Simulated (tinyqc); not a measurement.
Growth of a silicide layer between metal and silicon: linear-parabolic kinetics, ramp anneals and Kissinger analysis. Changing the metal thickness h. Computed by tinyqc, a small Python program. Command: `OMP_NUM_THREADS=1 python tinyqc.py 3030282 3030283 out.jsonl silicide sweep`. One thread of a shared host (Intel(R) Xeon(R) Processor @ 2.30GHz), about 0.1 s of CPU time with the checks.

One compound layer of thickness x grows by diffusion through itself and reaction at an interface, dx/dt = 1/(2x/K + 1/v), until the metal is used up at x = a h.

Inputs (values chosen for the exercise, modelled on Ni2Si):

| quantity | value | unit |
|---|---|---|
| silicide formed per metal thickness a | 1.47 | - |
| silicon consumed per metal thickness b | 0.91 | - |
| prefactor of the parabolic constant K | 2e+15 | nm^2/s |
| activation energy E of K | 1.53 | eV |
| prefactor of the interface velocity v | 7.1e+14 | nm/s |
| activation energy E_v | 1.68 | eV |
| temperature T | 290 | C |
| time t | 320 | s |
| ramp rate beta | 3 | C/s |
| silicide resistivity | 23 | micro-ohm cm |
| junction depth x_j | 38 | nm |

Constants: k_B = 8.617333262e-05 eV/K.

Method:
- The silicide ends at the thickness a h.
- Silicon consumed b h, sheet resistance rho/(final thickness) with 1 micro-ohm cm/nm = 10 ohm; margin to the junction x_j - b h.
- K = K0 exp(-E/(k_B T)), v = v0 exp(-E_v/(k_B T)).
- Temperatures in kelvin are T(C) + 273.15.
- x^2/K + x/v = t, so x = (K/(2v)) [sqrt(1 + 4 v^2 t/K) - 1], capped at a h; completion time t_c = (a h)^2/K + a h/v, a h being the final thickness; crossover thickness K/v.
- Ramp from x = 0 at 100 C at the rate beta: dx/dT = (1/beta)/(2x/K + 1/v), integrated adaptively (tolerance 1e-9) until x = a h at T_f.

One run for each value:

| metal thickness h (nm) | completion time (s) | completion temperature T_f (C) | sheet resistance (ohm/square) | silicon consumed (nm) |
|---|---|---|---|---|
| 1.0 | 2.296e+00 | 277.8 | 156.5 | 0.910 |
| 1.9 | 4.454e+00 | 287.8 | 82.3 | 1.729 |
| 3.8 | 9.292e+00 | 299.3 | 41.2 | 3.458 |
| 7.3 | 1.921e+01 | 311.2 | 21.4 | 6.643 |
| 14.0 | 4.183e+01 | 324.8 | 11.2 | 12.740 |
| 27.0 | 9.935e+01 | 341.0 | 5.8 | 24.570 |
| 53.0 | 2.683e+02 | 361.3 | 3.0 | 48.230 |
| 100.0 | 7.564e+02 | 384.3 | 1.6 | 91.000 |
| 200.0 | 2.577e+03 | 413.9 | 0.8 | 182.000 |

Over the rows, completion time (s) rises from 2.30 to 2580 (exponent d ln y / d ln x 1.0 between the first rows and 1.8 between the last); completion temperature T_f (C) rises from 278 to 414; sheet resistance (ohm/square) falls from 156 to 0.782 (exponent d ln y / d ln x about -1.00 throughout). At the low end the exponent of completion time is 1.03, close to 1: interface control. The exponent of sheet resistance stays at -1: R_s = rho/(a h). A thicker film lowers R_s but eats further into the junction.

Caution (rows 1.00, 1.90, 3.80, 7.30): so thin a film has a resistivity above the bulk value and tends to agglomerate.

Extremes, crossings and ranges named in words are read from the listed rows.
